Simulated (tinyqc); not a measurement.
From results back to parameters: band-to-band tunnelling across a p-n junction in a two-band chain. Five cases, with inputs chosen for the exercise.

Problem. In a uniform field T = exp(-B/F), B = (pi/4) sqrt(m/c) Eg^(3/2), c = hbar^2/2m0, 1 V/angstrom = 100 MV/cm. m is the band-edge mass, the same for both bands (twice the reduced mass). The ratio below comes from a hidden m.

Constants: hbar^2/2m0 = 3.80998211 eV angstrom^2.

Case 1.

Values chosen (out of a larger set: gap and mass near those of InSb; not measured data):
- Eg = 0.179 eV (gap)
- F1 = 1.47 MV/cm (first field)
- F2 = 2 MV/cm (second field)

ln(T2/T1) = 0.064532

Case 2.

Values chosen (out of a larger set: gap and mass near those of GaAs; not measured data):
- Eg = 1.477 eV (gap)
- F1 = 1.28 MV/cm (first field)
- F2 = 3.23 MV/cm (second field)

ln(T2/T1) = 9.045151

Case 3.

Values chosen (out of a larger set: gap and mass near those of GaSb; not measured data):
- Eg = 0.756 eV (gap)
- F1 = 1.3 MV/cm (first field)
- F2 = 2.13 MV/cm (second field)

ln(T2/T1) = 1.587590

Case 4.

Values chosen (out of a larger set: gap and mass near those of GaSb; not measured data):
- Eg = 0.71 eV (gap)
- F1 = 1.35 MV/cm (first field)
- F2 = 2.06 MV/cm (second field)

ln(T2/T1) = 1.238330

Case 5.

Values chosen (out of a larger set: gap and mass near those of Ge (direct gap); not measured data):
- Eg = 0.768 eV (gap)
- F1 = 0.89 MV/cm (first field)
- F2 = 2.59 MV/cm (second field)

ln(T2/T1) = 4.024319

Find: B; m.

Solution. B is the logarithm over 1/F1 - 1/F2, and m = c (4B/pi)^2/Eg^3 with B in V/angstrom.

Case 1.

B = 0.358 MV/cm
m = 0.0138 m0

Case 2.

B = 19.178 MV/cm
m = 0.0705 m0

Case 3.

B = 5.296 MV/cm
m = 0.0401 m0

Case 4.

B = 4.850 MV/cm
m = 0.0406 m0

Case 5.

B = 5.457 MV/cm
m = 0.0406 m0

Computed by tinyqc, one run a case: `OMP_NUM_THREADS=1 python tinyqc.py N N+1 out.jsonl` with N = 1450002, 1450013, 1450027, 1450047, 1450051; one thread of a shared Intel(R) Xeon(R) Processor @ 2.30GHz, about 0.01 s a run at most.
